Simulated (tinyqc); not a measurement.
Epitaxial growth on a vicinal surface: Burton-Cabrera-Frank step flow, step-edge barrier and island nucleation: one step, computed by the program tinyqc. Command: `OMP_NUM_THREADS=1 python tinyqc.py 3002361 3002362 out.jsonl stepflow walk`. One thread of a shared host (Intel(R) Xeon(R) Processor @ 2.30GHz), about 0.01 s of CPU time with the checks.

Adatoms land at rate F, hop on a square grid (a simplification for hexagonal faces), desorb, or join steps. Lengths are in units of a and n is the adatom coverage. Steps ascend at x = 0 and descend at x = l.

Question. Scales. D = nu exp(-E_d/(k_B T)) (a^2/s, nu counted per direction); tau = exp(E_a/(k_B T))/nu; x_s = sqrt(D tau); n_eq = exp(-E_f/(k_B T)); terrace width l = h/(a tan(miscut)); Schwoebel length l_s = exp(E_s/(k_B T)) - 1. Temperatures in kelvin are T(C) + 273.15.

Inputs (values chosen for the exercise, close to those used for Si(001)):
```
quantity                     value      unit
site spacing a                3.84  angstrom
step height h                 1.36  angstrom
diffusion barrier E_d        0.646        eV
desorption energy E_a         2.76        eV
adatom formation energy E_f   1.21        eV
step-edge barrier E_s        0.043        eV
attempt frequency nu            10       THz
miscut angle                   0.3   degrees
temperature T                  860         C
```

Constants: k_B = 8.617333262e-05 eV/K.

Give: D; lifetime tau; diffusion length x_s; equilibrium coverage n_eq; terrace width l; Schwoebel length l_s.

Answer.

D = 1.339e+10 a^2/s

lifetime tau = 0.1885 s

diffusion length x_s = 50245 a

equilibrium coverage n_eq = 4.154e-06

terrace width l = 67.64 a

Schwoebel length l_s = 0.5533 a

l/x_s = 0.00135: nearly every adatom reaches a step.
